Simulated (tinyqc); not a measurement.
MOS structure on a p-type body, non-linear Poisson equation by Newton steps: one step of the calculation.

One dimension, insulator interface at x = 0, acceptor density Na, uniform, net doping C = -(acceptor density). psi is counted from the intrinsic level: n = ni exp((psi - Vb)/Vt), p = ni exp(-psi/Vt); deep in the body psi_b = -Vt ln(Na/ni). The gate acts through Cox = eps0 eox/tox and has the potential psi_G = Vg - (phiM - chi - Vt ln(Nc/ni)). Boltzmann statistics, full ionisation, classical densities, no oxide or interface charge.

Problem. Scales and end potentials. ni = sqrt(Nc Nv) exp(-Eg/(2 Vt)), Eg in volts; Cox, psi_G and psi_b as defined.

Parameters, values chosen for the exercise; band and dielectric values close to those of silicon:
- T = 250 K (temperature)
- Eg = 1.13 eV (band gap)
- Nc = 2.11e19 cm^-3 (conduction-band density of states at T)
- Nv = 2.01e19 cm^-3 (valence-band density of states at T)
- chi = 4.05 eV (electron affinity)
- Na = 2.5e16 cm^-3 (acceptor density deep in the body)
- eox = 3.9 (relative permittivity of the gate insulator (close to silicon dioxide))
- tox = 3.6 nm (insulator thickness)
- phiM = 4.16 eV (gate work function)
- Vg = 1.7 V (gate voltage against the body)

Constants: q = 1.602176634e-19 C, kB = 1.380649e-23 J/K, Vt = kB T/q, eps0 = 8.8541878128e-14 F/cm where lengths are in cm. Results are converted to the units shown.

Wanted: ni; Cox; psi_G; psi_b.

Solution.

ni = 8.392e7 cm^-3
Cox = 0.9592 uF/cm^2
psi_G = 2.156 V
psi_b = -0.4204 V

Numbers from tinyqc (`OMP_NUM_THREADS=1 python tinyqc.py 2080132 2080133 out.jsonl`; about 0.5 s on one thread of a shared Intel Xeon 2.30GHz).
